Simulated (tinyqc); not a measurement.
Which coupling does what: hole subbands of a hard-walled well, four-band Luttinger model.

Hole energies are counted downwards from the unstrained band edge, c = hbar^2/2m0. After the usual block transformation one block is H = [[P + Q - Zs, R - i S], [R + i S, P - Q + Zs]] in (heavy, light), with P +/- Q = c [(g1 +/- g2) k^2 + (g1 -/+ 2 g2) kz^2], R = sqrt(3) c gR k^2, S = 2 sqrt(3) c g3 k kz, kz = -i d/dz; axial approximation gR = (g2 + g3)/2. Zs = b (e_par - e_perp) is the shear part of the strain (the hydrostatic part shifts all levels alike and is left out). Basis sqrt(2/L) sin(n pi z/L), n = 1 to N, for each component: kz^2 gives (n pi/L)^2 and the heavy-light block is R delta_nm - 2 sqrt(3) c g3 k D_nm with D_nm = 4 n m/(L (n^2 - m^2)) for n + m odd, 0 otherwise. The other block has the same levels. The split-off band is left out.

Constants: hbar^2/2m0 = 3.80998211 eV angstrom^2.

Inputs chosen for the exercise (near those of Ge; the results hold for these values, not for the real material):

| symbol | value | unit | meaning |
|---|---|---|---|
| g1 | 13.38 |  | Luttinger gamma1 |
| g2 | 4.23 |  | gamma2 |
| g3 | 5.7 |  | gamma3 |
| L | 55 | angstrom | well width along [001] |
| Zs | 0 | eV | shear strain energy |
| k | 0.0699 | 1/angstrom | wave vector in the plane |

N = 20, at the given k. Diagonal: R = S = 0. Along [100] and [110] gR is g2 and g3 instead of their mean.

Cases:

| model |
|---|
| diagonal |
| R alone |
| S alone |
| axial |
| [100] |
| [110] |

Rank the cases by E1, lowest first.

Answer: [110], axial, [100], S alone, R alone, diagonal.

Hole energies (meV):

| model | E1 | E2 | E3 | E4 |
|---|---|---|---|---|
| diagonal | 388.98 | 441.82 | 572.46 | 878.25 |
| R alone | 253.15 | 536.84 | 577.65 | 863.61 |
| S alone | 204.37 | 278.52 | 545.99 | 624.23 |
| axial | 139.38 | 275.41 | 537.63 | 663.73 |
| [100] | 154.54 | 278.24 | 539.85 | 653.67 |
| [110] | 123.17 | 271.34 | 535.06 | 674.80 |

The couplings move E1 by -249.60 meV: R alone by -135.83, S alone by -184.61, so S matters more at k L/pi = 1.22 (R grows as k^2 and joins equal n, S as k and joins n of opposite parity). Warping spreads E1 by 31.37 meV between [100] and [110], the hole being heavier along [110]; the axial value lies between them.

Run: tinyqc, `OMP_NUM_THREADS=1 python tinyqc.py 1282508 1282509 out.jsonl`; Intel(R) Xeon(R) Processor @ 2.30GHz, one thread, shared host; about 0.1 s of CPU time with all checks.
